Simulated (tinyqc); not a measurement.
Hueckel theory of the pi electrons, for the molecule [CH2+]c1ccccc1 (SMILES; centres numbered as the heavy atoms are written), step by step. One step of it, computed by the program tinyqc.

Problem. Energy, charges, bond orders. E = sum n x; q_r = z_r - P_rr; bond order p = P_rs; free valence = sqrt(3) - sum of p over the bonds of the atom.

x values: [2.101003, 1.259280, 1.000000, 0.000000, -1.000000, -1.259280, -2.101003]

occupations: [2.000000, 2.000000, 2.000000, 0.000000, 0.000000, 0.000000, 0.000000]

charge and bond-order matrix P, order 1C, 2C, 3C, 4C, 5C, 6C, 7C:
```
[[0.428571, 0.635034, 0.285714, -0.112480, -0.285714, -0.112480, 0.285714],
 [0.635034, 1.000000, 0.522554, 0.000000, -0.224960, 0.000000, 0.522554],
 [0.285714, 0.522554, 0.857143, 0.705037, 0.142857, -0.294963, -0.142857],
 [-0.112480, 0.000000, 0.705037, 1.000000, 0.635034, 0.000000, -0.294963],
 [-0.285714, -0.224960, 0.142857, 0.635034, 0.857143, 0.635034, 0.142857],
 [-0.112480, 0.000000, -0.294963, 0.000000, 0.635034, 1.000000, 0.705037],
 [0.285714, 0.522554, -0.142857, -0.294963, 0.142857, 0.705037, 0.857143]]
```

Centres:
```
centre  z_r, pi electrons of the neutral centre         h
1C                                            1  0.000000
2C                                            1  0.000000
3C                                            1  0.000000
4C                                            1  0.000000
5C                                            1  0.000000
6C                                            1  0.000000
7C                                            1  0.000000
```

Bonds:
```
i  j  k
1  2  1
2  3  1
3  4  1
4  5  1
5  6  1
6  7  1
7  2  1
```

Give: pi energy = 6 alpha + this times beta; pi charges; Bond orders and lengths from R = 1.517 - 0.180 p; free valence of the carbons; gap between the highest filled and the next level.

Solution.

pi energy = 6 alpha + this times beta = 8.721

pi charges: [0.571, 0.000, 0.143, 0.000, 0.143, 0.000, 0.143]

Bond orders and lengths from R = 1.517 - 0.180 p (angstrom, C-C alone):
```
bond      p      R
1-2   0.635  1.403
2-3   0.523  1.423
3-4   0.705  1.390
4-5   0.635  1.403
5-6   0.635  1.403
6-7   0.705  1.390
7-2   0.523  1.423
```

free valence of the carbons: [1.097, 0.052, 0.504, 0.392, 0.462, 0.392, 0.504]

gap between the highest filled and the next level = 1.000 |beta|
